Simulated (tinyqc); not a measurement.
Thermal stress, cracking, delamination and buckling of a thin film; Griffith cracks and misfitting inclusions: one step, computed by the program tinyqc. Command: `OMP_NUM_THREADS=1 python tinyqc.py 3027159 3027160 out.jsonl filmcrack walk`. One thread of a shared host (Intel(R) Xeon(R) Processor @ 2.30GHz), about 0.01 s of CPU time with the checks.

Isotropic linear elasticity; the substrate is much thicker than the film; stress is positive in tension.

Question. Griffith crack in the substrate. Through crack of length 2a in plane strain: K_Ic = sqrt(2 gamma_s E_s/(1 - nu_s^2)); fracture stress = K_Ic/sqrt(pi a). An edge crack of depth a has K larger by 1.1215.

Inputs (values chosen for the exercise, modelled on a porous low-k oxide on silicon): substrate Young's modulus E_s = 158 GPa; substrate Poisson ratio nu_s = 0.21; flaw half length a = 25 micrometre; substrate surface energy gamma_s = 1.7 J/m^2.

Give: toughness K_Ic; fracture stress, inner crack; fracture stress, edge crack.

Answer.

toughness K_Ic = 0.7497 MPa m^0.5

fracture stress, inner crack = 84.59 MPa

fracture stress, edge crack = 75.43 MPa

The inner crack lowers the strength to 0.5 % of the ideal E_s/10.
